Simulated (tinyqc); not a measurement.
## Fully depleted semiconductor-on-insulator film with two gates, non-linear Poisson equation by Newton steps: charge against front-gate voltage

One dimension across the film, front interface at x = 0, back interface at x = ts. psi is counted from the intrinsic level, n = ni exp(psi/Vt) (source grounded), holes neglected, acceptors ionised. Gates act through Cox = eps0 eox/tox and Cbox = 3.9 eps0/tb with potentials G1 = Vg - (phiM - chi - Vt ln(Nc/ni)) and G2 = Vb - (phiB - chi - Vt ln(Nc/ni)). Classical Boltzmann densities, no interface charge, no depletion in the back plane.

ni = sqrt(Nc Nv) exp(-Eg/(2 Vt)), Eg in volts. The Poisson equation eps0 eps_r d2psi/dx2 = q (n + Na), with -eps0 eps_r dpsi/dx = Cox (G1 - psi) at x = 0 and eps0 eps_r dpsi/dx = Cbox (G2 - psi) at x = ts, is solved on 300 equal intervals with half boxes at both ends; N_inv is the trapezoid sum of n. Swing = ln 10/(d ln N_inv/dVg); the last column is (dN_inv/dVb)/(dN_inv/dVg).

Values chosen for this exercise; band and dielectric values close to those of silicon:
- T = 350 K (temperature)
- Eg = 1.14 eV (band gap)
- eps_r = 11.8 (relative permittivity)
- Nc = 3.47e19 cm^-3 (conduction-band density of states at T)
- Nv = 3.33e19 cm^-3 (valence-band density of states at T)
- chi = 4.07 eV (electron affinity)
- eox = 3.9 (relative permittivity of the gate insulator (close to silicon dioxide))
- tox = 1.2 nm (insulator thickness)
- ts = 5.4 nm (film thickness)
- tb = 85 nm (buried-oxide thickness (eps_r 3.9))
- Na = 1.7e16 cm^-3 (acceptor density of the film)
- phiM = 4.39 eV (work function of the front gate)
- phiB = 4.57 eV (work function of the back plane)
- Vb = 0 V (back-gate voltage)

Constants: q = 1.602176634e-19 C, kB = 1.380649e-23 J/K, Vt = kB T/q, eps0 = 8.8541878128e-14 F/cm where lengths are in cm. Results are converted to the units shown.

Results:
```
Vg (V)	psi front (V)	psi back (V)	N_inv (cm^-2)	centroid/ts	swing (mV/decade)	q dN_inv/dVg over Cox	back/front leverage
-0.22	0.0307	0.0311	3.16e5	0.501	71.1	5.70e-7	0.0244
-0.07	0.179	0.176	4.06e7	0.493	71.1	7.32e-5	0.0242
0.08	0.326	0.320	5.15e9	0.484	72.1	0.00916	0.0240
0.38	0.531	0.475	1.67e12	0.343	331	0.646	0.0192
0.53	0.573	0.485	3.62e12	0.263	593	0.782	0.0172
0.68	0.600	0.489	5.82e12	0.212	880	0.848	0.0162
0.83	0.620	0.491	8.16e12	0.177	1.18e3	0.885	0.0156
0.98	0.635	0.492	1.06e13	0.153	1.49e3	0.909	0.0153
```

Estimate the missing row, Vg = 0.23 V.

Computed row:
```
Vg (V)	psi front (V)	psi back (V)	N_inv (cm^-2)	centroid/ts	swing (mV/decade)	q dN_inv/dVg over Cox	back/front leverage
0.23	0.458	0.438	3.06e11	0.446	126	0.313	0.0226
```

With this row back in the table: N_inv passes 1e11 cm^-2 at Vg = 0.179 V. The swing starts at 71.1 mV a decade, against (1 + k) Vt ln 10 = 70.4 for a front channel with k = Cs Cbox/(Cox (Cs + Cbox)) = 0.0138, Cs = eps0 eps_r/ts; above threshold this column is no longer a subthreshold swing. The centroid falls from 0.501 to 0.153 of ts and the leverage of the back gate falls from 0.0244 to 0.0153. For Vg = 0.53, 0.68, 0.83, 0.98 the density at an interface exceeds 0.3 Nc, where Boltzmann statistics fail. In every row the classical centroid lies within 3 nm of an interface, where confinement, left out, would push it away.

Range of the model: In so thin a film or at such density quantum confinement moves the charge away from the interfaces and raises the threshold.

Computed by the program tinyqc: `OMP_NUM_THREADS=1 python tinyqc.py 2190149 2190150 out.jsonl`, one thread of a shared Intel Xeon 2.30GHz, about 0.6 s for the whole run.
